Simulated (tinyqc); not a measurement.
Bowing of the band edge from disorder: coherent potential approximation for a binary alloy with a semi-elliptic band.

Site levels eA = -x d (share 1 - x) and eB = (1 - x) d (share x), so that their mean, the virtual crystal, is 0. Pure band: G0(z) = 2 (z - sqrt(z - W) sqrt(z + W))/W^2 with principal roots, density -Im G/pi per site. The medium has a self-energy S(z), G = G0(z - S), z = E + i eta. t_i = (e_i - S)/(1 - (e_i - S) G); the CPA demands <t> = (1 - x) tA + x tB = 0. Iteration: start at S = 0, set S(new) = S + <t>/(1 + <t> G), stop when |<t>| < 1e-9 eV.

Inputs chosen for the exercise: W = 1.7 eV (half width of the pure band); d = 1.58 eV (eB - eA).

For eta = 0 the CPA reads G = (1 - x)/(y - eA) + x/(y - eB) with y = E - W^2 G/4; the lower edge is the maximum of E(y) = y + W^2 G(y)/4 for y < eA. The virtual crystal puts it at -W. Second order: -W - 2 x (1 - x) d^2/W, from S = x (1 - x) d^2 G0(-W), G0(-W) = -2/W.

Lower edge (eV):

| x | edge | edge + W | second order | (edge + W)/(x (1 - x)) |
|---|---|---|---|---|
| 0.05 | -1.7509 | -0.0509 | -0.1395 | -1.0725 |
| 0.10 | -1.8010 | -0.1010 | -0.2643 | -1.1223 |
| 0.40 | -2.0774 | -0.3774 | -0.7049 | -1.5724 |
| 0.50 | -2.1568 | -0.4568 | -0.7342 | -1.8273 |
| 0.60 | -2.2266 | -0.5266 | -0.7049 | -2.1942 |
| 0.75 | -2.3033 | -0.6033 | -0.5507 | -3.2174 |
| 0.90 | -2.3087 | -0.6087 | -0.2643 | -6.7633 |
| 0.95 | -2.2664 | -0.5664 | -0.1395 | -11.9243 |

Give the missing row, x = 0.25.

Computed row:
```
x        edge  edge + W  second order  (edge + W)/(x (1 - x))
0.25  -1.9450   -0.2450       -0.5507                 -1.3068
```

second-order coefficient = -2.9369 eV

Disorder pushes the edge below the virtual crystal, most at x = 0.9 (-609 meV). The coefficient runs from -1.073 at x = 0.05 to -11.924 eV at 0.95, against -2.937 in second order, which is only a guide at d/W = 0.93: it depends strongly on x and is largest in size where the low-lying A atoms are dilute and act as attractive impurities. For d above W/2 they bind a level, and the ratio then measures that level rather than bowing.

Run: tinyqc, `OMP_NUM_THREADS=1 python tinyqc.py 1482166 1482167 out.jsonl`; Intel(R) Xeon(R) Processor @ 2.30GHz, one thread, shared host; about 0.01 s of CPU time with all checks.
